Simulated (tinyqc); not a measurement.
p-type polysilicon, carrier trapping at grain boundaries: one step of the calculation.

One-dimensional grains of size Lg, uniform ionised doping N, monovalent traps Qt at each boundary at a depth Et below (for electrons) or above (for holes) the band edge there, abrupt depletion of width W on each side of a boundary, Boltzmann statistics. xi is the distance from the band edge at the grain centre to the Fermi level. Trapped charge Qt/(1 + exp((xi + VB - Et)/Vt)) = 2 N W, barrier VB = q N W^2/(2 eps0 eps_r).

Task. Depletion width, Fermi level and barrier. If the trap equation with xi = Vt ln(NB/N) has a root W < Lg/2, the grain is partly depleted; otherwise W = Lg/2 and the trap equation gives xi = Et - VB + Vt ln(Qt/(N Lg) - 1). N* = Qt/Lg.

Inputs (values chosen for the exercise); values of the order met in polycrystalline silicon:
```
symbol    value   unit                                                              meaning
T           300      K                                                          temperature
eps_r      11.7                                                       relative permittivity
NB      2.65e19  cm^-3                                  valence-band density of states at T
Lg           47     nm                                                           grain size
Qt       1.4e12  cm^-2                                     trap density of a grain boundary
Et         0.46     eV  depth of the trap level from the majority band edge at the boundary
N        2.5e17  cm^-3                                                               doping
```

Constants: q = 1.602176634e-19 C, kB = 1.380649e-23 J/K, Vt = kB T/q, eps0 = 8.8541878128e-14 F/cm where lengths are in cm. Results are converted to the units shown.

Find: N*; W; xi; VB; share of traps filled.

Result.

N* = 2.9787e17 cm^-3
W = 23.500 nm
xi = 0.31051 V
VB = 0.10676 V
share of traps filled = 0.83929

N is 0.839 N*, and the grain is fully depleted; VB = 4.13 Vt.

Numbers from tinyqc (`OMP_NUM_THREADS=1 python tinyqc.py 2830240 2830241 out.jsonl`; about 0.01 s on one thread of a shared Intel Xeon 2.30GHz).
